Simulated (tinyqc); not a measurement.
Random telegraph noise from one oxide trap in a small MOSFET: one step of the calculation.

An acceptor-like trap exchanges electrons with the channel. Inversion charge Q = Cox u, u = n Vt W0(exp((Vg - VT)/(n Vt))), W0 the Lambert function, n = nf, Cox = eps0 eox/tox; linear regime Id = (W/L) mu Q Vd. Relative to threshold the surface potential rises by Vt ln(u/u0) and the oxide voltage by the rest of Vg - VT, with u0 = n Vt W0(1).

Task. Step height. A = W L; threshold step dV = q (1 - xt/tox)/(Cox A); gm/Id = 1/(u + n Vt); relative step dI/I = (gm/Id) dV + asc mu/A. Id as defined.

Values chosen for this exercise; values of the order met in silicon transistors: temperature T = 200 K; relative permittivity of the gate insulator (close to silicon dioxide) eox = 3.9; insulator thickness tox = 2 nm; depth of the trap from the channel interface xt = 0.41 nm; body factor nf = 1.19; gate width W = 96 nm; gate length L = 66 nm; mobility mu = 190 cm^2/(V s); scattering coefficient of the charged trap asc = 1.9e-16 V s; drain voltage Vd = 0.02 V.

Constants: q = 1.602176634e-19 C, kB = 1.380649e-23 J/K, Vt = kB T/q, eps0 = 8.8541878128e-14 F/cm where lengths are in cm. Results are converted to the units shown.

u = 0.32343310 V
N = 3.4854384e12 cm^-2

Find: electrons in the channel N A; dV; gm/Id; number part of dI/I; dI/I; Id; dI.

Result.

electrons in the channel N A = 220.84
dV = 1.1643 mV
gm/Id = 2.9075 1/V
number part of dI/I = 0.33853 %
dI/I = 0.39550 %
Id = 3.0866 uA
dI = 12.208 nA

Range of the model: VT is taken as given; short-channel effects and the uneven flow of current among few electrons are left out.

tinyqc, about 0.01 s, one thread, Intel Xeon 2.30GHz (shared host): `OMP_NUM_THREADS=1 python tinyqc.py 2710028 2710029 out.jsonl`
